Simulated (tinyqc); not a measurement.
From results back to parameters: eight-band Kane k.p model. Three cases, with inputs chosen for the exercise.

Problem. In the Kane model 1/m = A_r + Ep (Eg + 2 Dso/3)/(Eg (Eg + Dso)) and the Roth formula gives g* = 2 - 2 Ep Dso/(3 Eg (Eg + Dso)). The mass and the g factor below were computed from hidden Ep and Dso.

Find: X; Y; Ep; Dso.

Method. Let X = 1/m - A_r and Y = (2 - g*)/2. Then X + Y = Ep/Eg and X - 2 Y = Ep/(Eg + Dso).

Case 1.

Values chosen (out of a larger set: near those of GaAs; not measured data): Eg = 1.525 eV (gap at Gamma to the s-like level); A_r = -1 (remote-band term in 1/m).

m = 0.0671482 m0
g* = -0.05122

Solution.

X = 15.892
Y = 1.026
Ep = 25.80 eV
Dso = 0.339 eV

Case 2.

Values chosen (out of a larger set: near those of CdTe; not measured data): Eg = 1.637 eV (gap at Gamma to the s-like level); A_r = 0 (remote-band term in 1/m).

m = 0.1011966 m0
g* = -0.71664

Solution.

X = 9.882
Y = 1.358
Ep = 18.40 eV
Dso = 0.931 eV

Case 3.

Values chosen (out of a larger set: near those of AlAs; not measured data): Eg = 3.118 eV (gap at Gamma to the s-like level); A_r = 1 (remote-band term in 1/m).

m = 0.1291721 m0
g* = 1.62819

Solution.

X = 6.742
Y = 0.186
Ep = 21.60 eV
Dso = 0.273 eV

Computed by tinyqc, one run a case: `OMP_NUM_THREADS=1 python tinyqc.py N N+1 out.jsonl` with N = 1081254, 1081266, 1081268; one thread of a shared Intel(R) Xeon(R) Processor @ 2.30GHz, about 0.01 s a run at most.
